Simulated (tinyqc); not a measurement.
When the interface binds a state: heterojunction of two tight-binding chains.

Left chain: hopping -t1, sites at 2 t1 (band bottom 0). Right chain: hopping -t2, sites at dE + 2 t2 (bottom dE). t = c/(m a^2), c = hbar^2/2m0. The bond across the interface is -tc with tc = f sqrt(t1 t2), and the last left site has the extra energy U. In a chain E = bottom + 2t (1 - cos(ka)); the surface Green function of a half chain is g = -exp(ika)/t, with Im k > 0 where cos(ka) > 1.

Constants: hbar^2/2m0 = 3.80998211 eV angstrom^2.

Inputs chosen for the exercise (masses and offset of the size met at InGaAs / InP; the results hold for these values, not for the real material): a = 3 angstrom (site spacing); m1 = 0.044 m0 (mass on the left); m2 = 0.086 m0 (mass on the right); dE = 0.22 eV (band offset); f = 1 (factor on the interface hopping).

A state below both bands solves E - 2 t1 - U - S1(E) - S2(E) = 0 for E < 0, with S1 = -t1 z1, S2 = -(tc^2/t2) z2 and |z| < 1 the decaying root of z + 1/z = 2 - (E - bottom)/t. Decay lengths -a/ln|z|. The threshold is the U that solves the equation at E = 0. A dash: no bound state.

Interface state:

| U (eV) | E (eV) | decay left (angstrom) | decay right (angstrom) |
|---|---|---|---|
| -0.55 | - | - | - |
| -1.10 | - | - | - |
| -1.65 | - | - | - |
| -2.01 | -0.0029 | 172.4 | 14.1 |
| -2.38 | -0.0219 | 62.8 | 13.6 |
| -2.93 | -0.0705 | 35.1 | 12.4 |
| -3.66 | -0.1613 | 23.2 | 10.8 |
| -5.49 | -0.4977 | 13.2 | 7.9 |

threshold U = -1.8303 eV

The step pushes the state out, so an attraction must exceed 1.8303 eV to bind; 5 of the 8 rows are bound. At U = -5.49 eV the state decays over 13.2 angstrom to the left and 7.9 to the right, where the band lies higher.

tinyqc: `OMP_NUM_THREADS=1 python tinyqc.py 1451551 1451552 out.jsonl`; about 0.01 s, one thread, shared Intel(R) Xeon(R) Processor @ 2.30GHz.
